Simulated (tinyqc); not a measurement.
Minority carriers and saturation current of a heavily doped emitter: effect of temperature on the narrowing factor.

n-type, parabolic bands, full ionisation. eta = (EF - Ec)/kB T solves N = Nc F12(eta), F12(x) = (2/sqrt(pi)) int_0^infinity sqrt(u)/(1 + exp(u - x)) du. The gap shrinks rigidly by dEg = E1 [ln(N/N0) + sqrt(ln^2(N/N0) + 0.5)], an empirical law that is here taken as the true narrowing.

Nc is given at 300 K and scales as T^1.5; dEg is held. The factor nie^2/ni^2 = exp(dEg/kB T) g, g = F12(eta) exp(-eta), divides the current gain of a transistor with this emitter.

Inputs (values chosen for the exercise); band and dielectric values close to those of silicon: conduction-band density of states at 300 K Nc = 2.79e19 cm^-3; ionised donor density N = 3.1e19 cm^-3; energy of the narrowing law E1 = 7 meV; density of the narrowing law N0 = 1.3e17 cm^-3.

Constants: q = 1.602176634e-19 C, kB = 1.380649e-23 J/K, Vt = kB T/q. Results are converted to the units shown.

Effect of temperature on the narrowing factor:
```
T (K)	eta	g	nie^2/ni^2	its logarithm
150	2.212	0.3442	132.6	4.887
200	1.416	0.4955	43.08	3.763
250	0.8851	0.6027	21.45	3.066
300	0.4923	0.6791	13.33	2.590
350	0.1821	0.7349	9.427	2.244
400	-0.07353	0.7768	7.243	1.980
450	-0.2908	0.8089	5.886	1.773
```

What does the comparison show?

The factor falls from 133 to 5.89. Its slope against q/kB T is 58.1 meV between the first two rows and 64.4 meV between the last two, against dEg = 77.0 meV: degeneracy takes back part of the narrowing. The factor grows on cooling, so the current gain of such a transistor falls.

Range of the model: Band tails, non-parabolic bands and incomplete ionisation are left out.

Computed by the program tinyqc: `OMP_NUM_THREADS=1 python tinyqc.py 2330087 2330088 out.jsonl`, one thread of a shared Intel Xeon 2.30GHz, about 0.01 s for the whole run.
